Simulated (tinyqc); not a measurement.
Plane-wave Kohn-Sham cycle with exchange-only LDA in a layered model solid, step by step. One step of it, computed by the program tinyqc.

Question. Iteration 1: Hamiltonian at one k. H(m,m') = (k + G_m)^2/2 delta + V(G_m - G_m'), with V(-G) = V(G).

A solid whose potential varies along x alone (atomic units):
```
parameter,value
period a,13.600000
cross-section of the cell,20.000000
electrons per cell,4
grid points,16
"plane waves -n..n, n",2
k points,4
V1 in V1 cos(2 pi x/a),-0.590000
V2 in V2 cos(4 pi x/a),-0.150000
```

V(G_m), m = 0, 1, 2, ... (hartree): -0.241261  -0.295000  -0.075000  0.000000  0.000000

k = 0.125000 2 pi / a

Give: H.

Answer.

H (hartree), lower triangle:
```
,-2,-1,+0,+1,+2
-2,0.1339
-1,-0.2950,-0.1596
+0,-0.0750,-0.2950,-0.2396
+1,0.0000,-0.0750,-0.2950,-0.1062
+2,0.0000,0.0000,-0.0750,-0.2950,0.2407
```
